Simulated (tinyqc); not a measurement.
Effect of the position of a charge sheet.

One sheet of -2e11 cm^-2 lies at the depth x from the gate; it shifts Vfb by -(q/eps0) Q s, with s = x/e2 in layer 2 and t2/e2 + (x - t2)/e1 in layer 1, and it induces the share s/(t1/e1 + t2/e2) of its image in the semiconductor.

Inputs (values chosen for the exercise): thickness of layer 1, next to the semiconductor t1 = 0.6 nm; relative permittivity of layer 1 e1 = 8.79; thickness of layer 2, next to the gate t2 = 5.2 nm; relative permittivity of layer 2 e2 = 22.6.

Constants: q = 1.602176634e-19 C, eps0 = 8.8541878128e-14 F/cm where lengths are in cm. Results are converted to the units shown.

Effect of the position of a charge sheet:

| x (nm) | shift (mV) | image in the semiconductor (%) |
|---|---|---|
| 0 | 0 | 0 |
| 0.72 | 1.1530 | 10.678 |
| 1.45 | 2.3219 | 21.505 |
| 2.17 | 3.4749 | 32.183 |
| 2.9 | 4.6439 | 43.010 |
| 3.62 | 5.7968 | 53.688 |
| 4.35 | 6.9658 | 64.515 |
| 5.08 | 8.1348 | 75.341 |
| 5.8 | 10.797 | 100.00 |

The shift grows from 0 at the gate to 10.8 mV at the semiconductor, by 1.60 mV/nm in layer 2 and 4.12 mV/nm in layer 1, the ratio of the permittivities. A sheet between the layers has 77.1 % of its full effect.

Program tinyqc, `OMP_NUM_THREADS=1 python tinyqc.py 2010010 2010011 out.jsonl`; Intel Xeon 2.30GHz, shared host, one thread, about 0.01 s.
